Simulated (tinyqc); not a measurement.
# Reverse leakage of an n+-p junction: diffusion, generation, trap-assisted and band-to-band tunnelling, step by step

Program tinyqc, `OMP_NUM_THREADS=1 python tinyqc.py 2290089 2290090 out.jsonl`; Intel Xeon 2.30GHz, shared host, one thread, about 0.01 s. Printed values are rounded; ~0 in a residual or rate marks an entry under 1e-11 of the largest of its column.

One-sided abrupt junction in the depletion approximation, x from the junction (0) to W on the p side, field F = F0 (1 - x/W). Flat quasi-Fermi levels, long p side. Traps generate through SRH with both lifetimes shortened by 1 + Gamma (Hurkx enhancement, form for moderate fields); band-to-band generation is local and needs a total bending above Eg.

Values chosen for this exercise; band and dielectric values close to those of silicon: temperature T = 300 K; band gap Eg = 1.11 eV; relative permittivity eps_r = 11.9; conduction-band density of states at T Nc = 2.79e19 cm^-3; valence-band density of states at T Nv = 2.66e19 cm^-3; acceptor density of the lighter side Na = 2.9e16 cm^-3; donor density of the heavier side Nd = 1e20 cm^-3; SRH lifetime of both carriers at zero field tau = 1e-8 s; trap level above the intrinsic level Et = 0 eV; tunnelling mass mt = 0.23 m0; electron diffusion coefficient on the lighter side Dn = 16 cm^2/s; band-to-band prefactor Ab = 3.2e14 cm^-0.5 V^-2.5 s^-1; band-to-band field constant Bb = 1.81e7 V/cm; reverse bias VR = 0.4 V.

Constants: q = 1.602176634e-19 C, kB = 1.380649e-23 J/K, hbar = 1.054571817e-34 J s, m0 = 9.1093837015e-31 kg, Vt = kB T/q, eps0 = 8.8541878128e-14 F/cm where lengths are in cm. Results are converted to the units shown.

Range of the model: The n+ side is degenerate, so Vbi from Boltzmann statistics is only a guide.

## Field, scales and diffusion current

ni = sqrt(Nc Nv) exp(-Eg/(2 Vt)), Eg in volts; Vbi = Vt ln(Na Nd/ni^2); W = sqrt(2 eps0 eps_r (Vbi + VR)/(q Na)); F0 = 2 (Vbi + VR)/W; FG = sqrt(24 mt m0 (kB T)^3)/(q hbar); J_diff = q ni^2 sqrt(Dn/tau)(1 - exp(-VR/Vt))/Na.

ni = 1.29316e10 cm^-3
Vbi = 0.966655 V
W = 248.965 nm
F0 = 109.787 kV/cm
FG = 353.781 kV/cm
J_diff = 3.69555e-11 A/cm^2

## Generation rates across the layer

u = (Vbi + VR)(1 - x/W)^2, p = Na exp(-u/Vt), n = Nd exp((u - Vbi - VR)/Vt); G0 = ni^2 (1 - exp(-VR/Vt))/(tau (n + p + 2 ni cosh(Et/Vt))); Gamma = 2 sqrt(3 pi)(F/FG) exp((F/FG)^2); trap-assisted part G0 Gamma; G_bb = Ab F^2.5 exp(-Bb/F) with F in V/cm, zero unless Vbi + VR > Eg. 13 equal steps.

| point | x (nm) | F (kV/cm) | Gamma | G0 (cm^-3 s^-1) | G0 Gamma (cm^-3 s^-1) | G_bb (cm^-3 s^-1) |
|---|---|---|---|---|---|---|
| 0 | 0.000 | 109.787 | 2.09800 | 1.67227e8 | 3.50842e8 | 3.21132e-45 |
| 1 | 19.151 | 101.342 | 1.90922 | 4.16464e11 | 7.95123e11 | 2.83874e-51 |
| 2 | 38.302 | 92.897 | 1.72733 | 5.54339e14 | 9.57527e14 | ~0 |
| 3 | 57.453 | 84.452 | 1.55162 | 2.45351e17 | 3.80692e17 | ~0 |
| 4 | 76.605 | 76.006 | 1.38142 | 6.43812e17 | 8.89377e17 | ~0 |
| 5 | 95.756 | 67.561 | 1.21609 | 6.45106e17 | 7.84509e17 | ~0 |
| 6 | 114.907 | 59.116 | 1.05503 | 5.18432e17 | 5.46960e17 | ~0 |
| 7 | 134.058 | 50.671 | 0.897634 | 4.19207e16 | 3.76294e16 | ~0 |
| 8 | 153.209 | 42.226 | 0.743354 | 1.43290e15 | 1.06515e15 | ~0 |
| 9 | 172.360 | 33.781 | 0.591641 | 8.59933e13 | 5.08772e13 | ~0 |
| 10 | 191.511 | 25.335 | 0.441964 | 9.62853e12 | 4.25547e12 | ~0 |
| 11 | 210.663 | 16.890 | 0.293805 | 2.01516e12 | 5.92065e11 | 0 |
| 12 | 229.814 | 8.445 | 0.146651 | 7.88422e11 | 1.15623e11 | 0 |
| 13 | 248.965 | 0.000 | 0 | 5.76644e11 | 0 | 0 |

## Current components

Each current is q times the trapezoid sum of its rate; J adds J_diff; J_bb under 1e-8 of the sum is given as 0.

J_SRH = 6.43344e-7 A/cm^2
J_TAT = 8.10427e-7 A/cm^2
J_bb = 0 A/cm^2
J = 1.45381e-6 A/cm^2

A fine grid gives J = 1.463e-6 A/cm^2; the coarse sum is 0.60 % below it. On the fine grid the largest part is trap-assisted tunnelling (55.8 %). The simple estimate q ni W/(2 tau cosh(Et/Vt)) is 3.99 times the fine-grid J_SRH of 6.464e-7 A/cm^2, since near both edges n or p is large enough to quench generation.
